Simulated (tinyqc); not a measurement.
# p-type polysilicon, carrier trapping at grain boundaries, step by step

tinyqc, about 0.01 s, one thread, Intel Xeon 2.30GHz (shared host): `OMP_NUM_THREADS=1 python tinyqc.py 2830183 2830184 out.jsonl` Printed values are rounded.

One-dimensional grains of size Lg, uniform ionised doping N, monovalent traps Qt at each boundary at a depth Et below (for electrons) or above (for holes) the band edge there, abrupt depletion of width W on each side of a boundary, Boltzmann statistics. xi is the distance from the band edge at the grain centre to the Fermi level. Trapped charge Qt/(1 + exp((xi + VB - Et)/Vt)) = 2 N W, barrier VB = q N W^2/(2 eps0 eps_r).

Values chosen for this exercise; values of the order met in polycrystalline silicon: temperature T = 300 K; relative permittivity eps_r = 11.7; valence-band density of states at T NB = 2.65e19 cm^-3; grain size Lg = 47 nm; trap density of a grain boundary Qt = 1.4e12 cm^-2; depth of the trap level from the majority band edge at the boundary Et = 0.35 eV; mass for thermionic emission ms = 0.38 m0; correction factor of the emission rate fe = 0.12; doping N = 6.3e16 cm^-3.

Constants: q = 1.602176634e-19 C, kB = 1.380649e-23 J/K, m0 = 9.1093837015e-31 kg, Vt = kB T/q, eps0 = 8.8541878128e-14 F/cm where lengths are in cm. Results are converted to the units shown.

## Depletion width, Fermi level and barrier

If the trap equation with xi = Vt ln(NB/N) has a root W < Lg/2, the grain is partly depleted; otherwise W = Lg/2 and the trap equation gives xi = Et - VB + Vt ln(Qt/(N Lg) - 1). N* = Qt/Lg.

N* = 2.97872e17 cm^-3
W = 23.5 nm
xi = 0.357115 V
VB = 0.0269043 V
share of traps filled = 0.2115

N is 0.212 N*, and the grain is fully depleted; VB = 1.04 Vt.

## Resistivity and effective mobility

n0 = NB exp(-xi/Vt); mean density n0 (1 - 2 W/Lg) by charge balance in a partly depleted grain, and n0 (sqrt(pi)/2) erf(u)/u with u = sqrt(VB/Vt) in a fully depleted one; v = sqrt(kB T/(2 pi ms m0)); barrier resistivity Vt exp(VB/Vt)/(q fe n0 v Lg); grain resistivity (1 - 2 W/Lg)/(q n0 mug); effective mobility 1/(q mean density total resistivity).

n0 = 2.65452e13 cm^-3
mean density = 1.96221e13 cm^-3
v = 4.36391e6 cm/s
barrier resistivity = 6992.22 ohm cm
grain resistivity = 0.00000 ohm cm
resistivity = 6992.22 ohm cm
effective mobility = 45.4915 cm^2/(V s)

The resistivity is 3530 times that of a single crystal with the same N and mobility mug, and the mean density is 0.0311 % of N.
